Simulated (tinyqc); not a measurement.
Carrier statistics of a doped semiconductor with parabolic bands: one step. The neutral state. Three cases, with inputs chosen for the exercise.

Question. Solve the neutrality condition for EF to convergence.

Energies are counted from Ev, so Ec = Eg. n = Nc F_1/2((EF - Eg)/kT), p = Nv F_1/2(-EF/kT), ND+ = ND/(1 + 2 exp((EF - Eg + ED)/kT)), NA- = NA/(1 + 4 exp((EA - EF)/kT)); neutrality asks p + ND+ = n + NA-. F_j(eta) = (1/Gamma(j + 1)) integral_0^infinity x^j dx/(1 + exp(x - eta)), which tends to exp(eta) for eta << 0.

Case 1.

Values chosen (near those of GaN; not measured data):
- ND = 1.8e+17 1/cm^3 (donors)
- NA = 3.9e+17 1/cm^3 (acceptors)
- ED = 0.0221 eV (donor level below Ec)
- EA = 0.181 eV (acceptor level above Ev)

Eg = 3.4861235 eV
kT = 0.01292600 eV
Nc = 8.054787e+17 1/cm^3
Nv = 1.616911e+19 1/cm^3

Case 2.

Values chosen (near those of GaN; not measured data):
- ND = 3.2e+17 1/cm^3 (donors)
- NA = 7.6e+12 1/cm^3 (acceptors)
- ED = 0.0217 eV (donor level below Ec)
- EA = 0.179 eV (acceptor level above Ev)

Eg = 3.4785339 eV
kT = 0.02585200 eV
Nc = 2.363347e+18 1/cm^3
Nv = 4.454985e+19 1/cm^3

Case 3.

Values chosen (near those of Si; not measured data):
- ND = 1e+17 1/cm^3 (donors)
- NA = 6.8e+16 1/cm^3 (acceptors)
- ED = 0.0451 eV (donor level below Ec)
- EA = 0.0456 eV (acceptor level above Ev)

Eg = 1.1461867 eV
kT = 0.01292600 eV
Nc = 9.527697e+18 1/cm^3
Nv = 3.943853e+18 1/cm^3

Give: EF; n; p; ND+; NA-.

Answer.

Case 1.

EF = 0.1969 eV
n = 2.48e-93 1/cm^3
p = 3.91e+12 1/cm^3
ND+ = 1.80e+17 1/cm^3
NA- = 1.80e+17 1/cm^3

The material is p-type; 46.2 % of the acceptors are ionised. EF lies 15.23 kT inside the gap from the valence edge, so Boltzmann statistics would serve; n p/(Nc Nv exp(-Eg/kT)) = 1.000.

Case 2.

EF = 3.4181 eV
n = 2.21e+17 1/cm^3
p = 1.69e-38 1/cm^3
ND+ = 2.21e+17 1/cm^3
NA- = 7.60e+12 1/cm^3

The material is n-type; 69.1 % of the donors are ionised. EF lies 2.34 kT inside the gap from the conduction edge, so the Fermi integral is needed; n p/(Nc Nv exp(-Eg/kT)) = 0.968.

Case 3.

EF = 1.0665 eV
n = 1.99e+16 1/cm^3
p = 5.82e-18 1/cm^3
ND+ = 8.79e+16 1/cm^3
NA- = 6.80e+16 1/cm^3

The material is n-type; 87.9 % of the donors are ionised. EF lies 6.17 kT inside the gap from the conduction edge, so Boltzmann statistics would serve; n p/(Nc Nv exp(-Eg/kT)) = 0.999.

Computed by tinyqc, one run a case: `OMP_NUM_THREADS=1 python tinyqc.py N N+1 out.jsonl` with N = 1650563, 1650572, 1650721; one thread of a shared Intel(R) Xeon(R) Processor @ 2.30GHz, about 0.01 s a run at most.
